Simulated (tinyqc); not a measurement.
Heavy doping: band filling, gap narrowing, band tails and the effective intrinsic density: one step, computed by the program tinyqc. Command: `OMP_NUM_THREADS=1 python tinyqc.py 3031559 3031560 out.jsonl gapnarrow walk`. One thread of a shared host (Intel(R) Xeon(R) Processor @ 2.30GHz), about 0.02 s of CPU time with the checks.

An n-type crystal above its Mott density, with all dopants ionised: n = N_D - N_A, ionised centres N_I = N_D + N_A. Valleys are taken as spherical with mass m_e.

Task: Screening, narrowing and potential fluctuations. Screening: q^2 = (e/(eps eps_0)) dn/dE_F. Exchange lowers the conduction band by (1/pi) k_F e^2/(4 pi eps_0 eps) (T = 0 Hartree-Fock at k_F, taken as a rigid shift). Screening raises the valence band by (q/2) e^2/(4 pi eps_0 eps) (static Coulomb hole). The narrowing is the sum; electron correlation and carrier-ion shifts are left out. Root-mean-square potential of randomly placed ions: V_rms = (e^2/(4 pi eps_0 eps)) sqrt(2 pi N_I/q).

Inputs (values chosen for the exercise, for a model semiconductor):
```
quantity                      value   unit
valleys M_c                       1      -
dielectric constant eps        7.51      -
donor density N_D           5.6e+19  cm^-3
compensation ratio N_A/N_D      0.5      -
temperature T                   300      K
```

Conduction band: non-parabolic (Kane).

n = 2.80e+19 cm^-3

dn/dE_F = 2.773897e+20 cm^-3/eV

Constants: e = 1.602176634e-19 C; eps_0 = 8.8541878128e-12 F/m; e^2/(4 pi eps_0) = 14.39964548 eV angstrom; k_B = 8.617333262e-05 eV/K.

Give: screening length 1/q; exchange term; Coulomb-hole term; gap narrowing; V_rms.

Result:

screening length 1/q = 12.23 angstrom

exchange term = 57.34 meV

Coulomb-hole term = 78.38 meV

gap narrowing = 135.7 meV

V_rms = 154.1 meV

Caution: V_rms exceeds both E_F and k_B T, so band tails reshape the edge. Caution: the screening length is well below a*, where static Thomas-Fermi screening overstates the Coulomb hole.
